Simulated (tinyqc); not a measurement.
# Changing the angle of incidence

Model: physical sputtering: collision-cascade yield, angular dependence, faceting and resputtering in deposition. Computed by tinyqc, a small Python program. Command: `OMP_NUM_THREADS=1 python tinyqc.py 3000123 3000124 out.jsonl sputter sweep`. One thread of a shared host (Intel(R) Xeon(R) Processor @ 2.30GHz), about 0.01 s of CPU time with the checks.

Ions start collision cascades; atoms that reach the surface with more than U leave. The target is amorphous or fine-grained.

Inputs (values chosen for the exercise, modelled on gallium ions on tantalum):
```
quantity                    value     unit
ion Z1                         31        -
ion mass M1                  69.7        u
target Z2                      73        -
target mass M2              180.9        u
surface binding energy U      8.1       eV
target density N             55.5   1/nm^3
fit factor Q                 0.54        -
ion energy E                  300       eV
current density J            0.18  mA/cm^2
angular exponent f              2        -
angle of the largest yield     79  degrees
```

Constants: e = 1.602176634e-19 C.

Method:
- gamma = 4 M1 M2/(M1 + M2)^2; threshold E_th = 6.7 U/gamma for M1 >= M2, else U (1 + 5.7 M1/M2)/gamma. eps = 0.03255 M2 E/(Z1 Z2 (M1 + M2) z), z = (Z1^(2/3) + Z2^(2/3))^(1/2), E in eV; s_n = 3.441 sqrt(eps) ln(eps + 2.718)/(1 + 6.355 sqrt(eps) + eps (6.882 sqrt(eps) - 1.708)); S_n = 84.78 Z1 Z2 M1 s_n/((M1 + M2) z) in eV angstrom^2; alpha = 0.249 (M2/M1)^0.56 + 0.0035 (M2/M1)^1.5 for M1 <= M2, else 0.0875 (M2/M1)^(-0.15) + 0.165 M2/M1; Y0 = 0.042 Q alpha S_n/U [1 - sqrt(E_th/E)]^2.5 (the electronic-loss factor of the full formula is dropped).
- Erosion rate = Y0 J/(e N); 1 cm^2 = 1e14 nm^2.
- Angular law: Y/Y0 = t^f exp(-f cos(a_opt)(t - 1)), t = 1/cos(angle), largest at a_opt. A plane tilted by the angle recedes along the beam at a speed proportional to Y(angle), and along its own normal as Y cos(angle).

One run for each value; columns: (1) angle of incidence (degrees); (2) Y/Y0 at the angle; (3) normal speed relative to a flat surface; (4) yield at the angle (atoms per ion):
```
(1)     (2)     (3)     (4)
0    1.0000  1.0000  0.3386
15   1.0575  1.0214  0.3580
30   1.2569  1.0885  0.4255
40   1.5166  1.1618  0.5135
50   1.9578  1.2584  0.6628
60   2.7310  1.3655  0.9246
70   4.1026  1.4032  1.3889
75   5.0049  1.2954  1.6944
80   5.3947  0.9368  1.8264
85   2.4185  0.2108  0.8188
```

Over the rows, Y/Y0 at the angle goes from 1.00 through a maximum among these rows, 5.39 at 80.0, to 2.42; normal speed relative to a flat surface goes from 1.00 through a maximum among these rows, 1.40 at 70.0, to 0.211; yield at the angle (atoms per ion) goes from 0.339 through a maximum among these rows, 1.83 at 80.0, to 0.819. Oblique ions deposit their energy nearer the surface until reflection sets in; the normal speed peaks at a smaller angle than the yield, as the beam spreads over more area.

Extremes, crossings and ranges named in words are read from the listed rows.
